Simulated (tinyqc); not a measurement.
# Electron mobility in a silicon inversion layer, empirical terms and Matthiessen rule: two studies

Inversion layer of sheet density Ns on a uniformly doped body, under a high-permittivity gate with an interlayer. The mobility terms are empirical power laws with prefactors chosen for the exercise; adding their inverses (Matthiessen) is itself an approximation.

Values chosen for this exercise; material values close to those of silicon: temperature T = 350 K; band gap Eg = 1.14 eV; relative permittivity of the semiconductor eps_r = 11.8; conduction-band density of states at T Nc = 3.5e19 cm^-3; valence-band density of states at T Nv = 3.33e19 cm^-3; body doping Nb = 6.6e17 cm^-3; reverse body bias Vsb = 0 V; weight of the inversion charge in the effective field eta = 0.5; phonon-limited mobility at 1 MV/cm and 300 K Ap = 429 cm^2/(V s); roughness-limited mobility at 1 MV/cm As = 975 cm^2/(V s); exponent of the roughness term gs = 2; Coulomb prefactor Ac = 3100 cm^2/(V s); charge at the interface Nit = 2.2e10 cm^-2; remote-phonon mobility without interlayer Ar = 340 cm^2/(V s); interlayer thickness ti = 1.4 nm; decay length of remote phonons lr = 0.8 nm; inversion density Ns = 8.3e12 cm^-2.

Constants: q = 1.602176634e-19 C, kB = 1.380649e-23 J/K, Vt = kB T/q, eps0 = 8.8541878128e-14 F/cm where lengths are in cm. Results are converted to the units shown.

Each table varies one quantity; the others keep the values above.

## Effect of the interlayer thickness

ni = sqrt(Nc Nv) exp(-Eg/(2 Vt)), Eg in volts; Ndep = sqrt(2 eps0 eps_r Nb (2 Vt ln(Nb/ni) + Vsb)/q); E = q (Ndep + eta Ns)/(eps0 eps_r), in MV/cm. With t = T/(300 K): muC = Ac (Ns/1e12 cm^-2) t/(Nb/1e17 cm^-3 + Nit/1e11 cm^-2), muP = Ap E^(-1/3) t^(-1.75), muS = As E^(-gs), muR = Ar exp(2 ti/lr)/t; 1/mu is the sum of the inverses.

The same in every row: E (MV/cm) = 1.064; muC (cm^2/(V s)) = 4402; muP (cm^2/(V s)) = 320.9; muS (cm^2/(V s)) = 861.7.

Effect of the interlayer thickness:
```
ti (nm)  muR (cm^2/(V s))  mu (cm^2/(V s))
0.2                 480.5            151.9
0.4                 792.2            173.4
0.6                  1306            189.8
0.8                  2153            201.3
1                    3550            209.0
1.2                  5853            213.9
1.4                  9651            217.0
1.6               1.591e4            219.0
1.8               2.623e4            220.2
```

What does the table show?

As ti goes from 0.2 to 1.8 nm, E stays at 1.06 MV/cm and mu rises from 152 to 220 cm^2/(V s). The phonon term is the smallest in the first and the last row.

## Effect of the inversion density

Same model as above.

The same in every row: muR (cm^2/(V s)) = 9650.8.

Effect of the inversion density:
```
Ns (cm^-2)  E (MV/cm)  muC (cm^2/(V s))  muP (cm^2/(V s))  muS (cm^2/(V s))  mu (cm^2/(V s))
2e11          0.44263            106.06            429.82            4976.6           82.921
3.6e11        0.45489            190.91            425.92            4711.8           126.55
6.3e11        0.47560            334.09            419.65            4310.5           175.08
1.1e12        0.51163            583.33            409.56            3724.7           220.85
2e12          0.58064            1060.6            392.64            2892.0           253.86
3.6e12        0.70332            1909.1            368.34            1971.1           259.76
6.3e12        0.91034            3340.9            337.99            1176.5           237.44
1.1e13         1.2707            5833.3            302.43            603.83           190.92
2e13           1.9608             10606            261.71            253.60           125.59
```

As Ns goes from 2e11 to 2e13 cm^-2, E rises from 0.443 to 1.96 MV/cm and mu goes from 82.9 through a maximum of 260 (at Ns = 3.6e12 cm^-2 among the rows listed) to 126 cm^2/(V s). The smallest term is the Coulomb one in the first row and the roughness one in the last. Screening lifts the Coulomb term as Ns grows while the field presses the carriers to the interface, hence the maximum. At Ns = 2e13 cm^-2 E passes 1.5 MV/cm, beyond the usual range of such laws.

Program tinyqc, `OMP_NUM_THREADS=1 python tinyqc.py 2510015 2510016 out.jsonl`; Intel Xeon 2.30GHz, shared host, one thread, about 0.01 s.
